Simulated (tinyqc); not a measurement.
Pillar capacitor in an array: capacitance, non-linearity, leakage and relaxation: one step of the calculation.

A film between two metal electrodes, each interface adding a series capacitance ci. The small-signal permittivity is ek (1 + aq E^2); the field is found with the linear permittivity. Leakage J = J0 sinh(E/Ef). After a voltage step the film passes a relaxation current kr C V tt^(-nr), tt being the time in seconds. The sidewall is a coaxial capacitor with radii a = dm/2 and b = dm/2 + t, depth AR dm; the end face is left out.

Question. Planar capacitance, field and non-linearity. Planar film: Cf = eps0 ek/t, 1/C = 1/Cf + 2/ci, EOT = 3.9 eps0/C, effective permittivity C t/eps0, E = (V/t) C/Cf; quadratic coefficient [C(V)/C - 1]/V^2 with Cf (1 + aq E^2) in C(V).

Values chosen for this exercise; permittivity of the order of that of silicon nitride:
```
symbol    value       unit                                                             meaning
ek         7.91                                              relative permittivity of the film
t            14         nm                                                      film thickness
ci          230    uF/cm^2  capacitance of each electrode interface (dead layer and screening)
aq       0.0011  cm^2/MV^2                     quadratic field coefficient of the permittivity
V             2          V                                                                bias
J0      2.6e-10     A/cm^2                                                   leakage prefactor
Ef         0.19      MV/cm                             field for an e-fold rise of the leakage
```

Constants: eps0 = 8.8541878128e-14 F/cm where lengths are in cm. Results are converted to the units shown.

Give: Cf; C; EOT; effective permittivity; E; quadratic coefficient; J.

Answer.

Cf = 0.50026 uF/cm^2
C = 0.49809 uF/cm^2
EOT = 6.9327 nm
effective permittivity = 7.8757
E = 1.4224 MV/cm
quadratic coefficient = 553.96 ppm/V^2
J = 2.3183e-7 A/cm^2

The interfaces take 0.433 % of the voltage.

tinyqc, about 0.01 s, one thread, Intel Xeon 2.30GHz (shared host): `OMP_NUM_THREADS=1 python tinyqc.py 2102174 2102175 out.jsonl`
